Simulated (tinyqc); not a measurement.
Worked calculation: tight binding, kagome lattice. One step of it, computed by the program tinyqc.

Problem. Bloch Hamiltonian at k. H_AB = -t1 - t2 exp(-i k.a1), H_AC = -t1 - t2 exp(-i k.a2), H_BC = -t1 - t2 exp(i k.(a1 - a2)), H_CC = delta.

Parameters chosen for this model:
```
parameter,value,unit
t1,1.400000,"eV, up triangles"
t2,1.400000,"eV, down triangles"
delta,0.590000,eV on site C
```

k point k (fractions of the reciprocal vectors): 0.080000  -0.140000

Give: H(k) at k.

Solution.

H(k) at k (eV), lower triangle (Hermitian):
```
,A,B,C
A,0.000
B,-2.627-0.674i,0.000
C,-2.292+1.079i,-1.662+1.375i,0.590
```
